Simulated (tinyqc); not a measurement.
# Interface traps from C-V curves, high-low and Terman methods: effects of single changes

MOS capacitor on an n-type substrate; psi is the band bending, negative in depletion; only majority carriers are counted. At the bending psi the Fermi level lies y = xi - psi below the conduction edge at the surface, xi = Vt ln(Nc/Nd). Dit(y) = D0 + D1 exp(-y/E1); traps fill up to the Fermi level, follow the bias and a slow signal, and do not follow a fast one. V is the gate voltage from flat band.

Inputs (values chosen for the exercise); band and dielectric values close to those of silicon:
```
symbol    value         unit                                   meaning
T           300            K                               temperature
eps_r      11.5                                  relative permittivity
Nc      2.77e19        cm^-3    conduction-band density of states at T
Nd       1.1e16        cm^-3                             donor density
EOT         4.2           nm                equivalent oxide thickness
D0       3.8e11  cm^-2 eV^-1       trap density far from the band edge
D1       8.4e12  cm^-2 eV^-1  band-tail density at the conduction edge
E1         0.18           eV                  decay energy of the tail
```

Constants: q = 1.602176634e-19 C, kB = 1.380649e-23 J/K, Vt = kB T/q, eps0 = 8.8541878128e-14 F/cm where lengths are in cm. Results are converted to the units shown.

Each table varies one quantity; the others keep the values above.

## Effect of the oxide thickness on the signal

Cox = 3.9 eps0/EOT, LD = sqrt(eps0 eps_r Vt/(q Nd)), u = psi/Vt, Cd = (eps0 eps_r/(sqrt(2) LD)) |exp(u) - 1|/sqrt(exp(u) - u - 1). Ideal V0 = psi - sqrt(2) (eps0 eps_r Vt/LD) sqrt(exp(u) - u - 1)/Cox for psi < 0; the traps add dV = (q/Cox) times the integral of Dit from 0 to psi = (q/Cox) [D0 psi + D1 E1 exp(-xi/E1) (exp(psi/E1) - 1)]. 1/C_HF = 1/Cox + 1/Cd, 1/C_LF = 1/Cox + 1/(Cd + q Dit). All at psi = -0.209 V.

Effect of the oxide thickness on the signal:

| EOT (nm) | dV (mV) | C_HF (nF/cm^2) | C_LF (nF/cm^2) | (C_LF - C_HF)/Cox (%) |
|---|---|---|---|---|
| 1.4 | -27.07 | 68.04 | 241.5 | 7.032 |
| 2.5 | -48.33 | 66.60 | 224.2 | 11.41 |
| 4.4 | -85.06 | 64.24 | 199.6 | 17.25 |
| 8 | -154.7 | 60.21 | 165.2 | 24.33 |
| 14 | -270.7 | 54.51 | 128.4 | 29.95 |
| 26 | -502.6 | 45.83 | 88.77 | 32.33 |
| 46 | -889.3 | 36.21 | 58.63 | 29.86 |

The stretch-out grows in proportion to the EOT, from -27.1 to -889 mV, so thin oxides leave Terman's method little to read; the high-low gap goes from 7.03 through a maximum of 32.3 (at EOT = 26 nm among the rows listed) to 29.9 % of Cox.

## An error in the doping read as traps

The sample has Nd; the ideal curve is drawn with Nd (1 + e). At the true psi = -0.209 V the measured C_HF is matched to the ideal curve, which gives psi', and Dit = (Cox/q) [dV/dpsi' - 1 - Cd'(psi')/Cox], derivatives exact.

The same in every row: true Dit (cm^-2 eV^-1) = 1.234e12.

Results:

| e | psi' (V) | apparent Dit (cm^-2 eV^-1) |
|---|---|---|
| -0.15 | -0.1813 | 2.387e12 |
| -0.1 | -0.1906 | 1.965e12 |
| -0.05 | -0.1998 | 1.582e12 |
| 0 | -0.2090 | 1.234e12 |
| 0.02 | -0.2127 | 1.104e12 |
| 0.05 | -0.2182 | 9.172e11 |
| 0.1 | -0.2274 | 6.273e11 |
| 0.15 | -0.2366 | 3.614e11 |

Estimate the missing row, e = -0.02.

Computed row:

| e | psi' (V) | apparent Dit (cm^-2 eV^-1) |
|---|---|---|
| -0.02 | -0.2053 | 1.369e12 |

With this row back in the table: The apparent Dit falls from 2.39e12 to 3.61e11 cm^-2 eV^-1, against the true 1.23e12. An error of +5 % in the doping shifts it by -3.17e11 cm^-2 eV^-1, 25.7 % of the true value.

Computed by the program tinyqc: `OMP_NUM_THREADS=1 python tinyqc.py 2030161 2030162 out.jsonl`, one thread of a shared Intel Xeon 2.30GHz, about 0.01 s for the whole run.
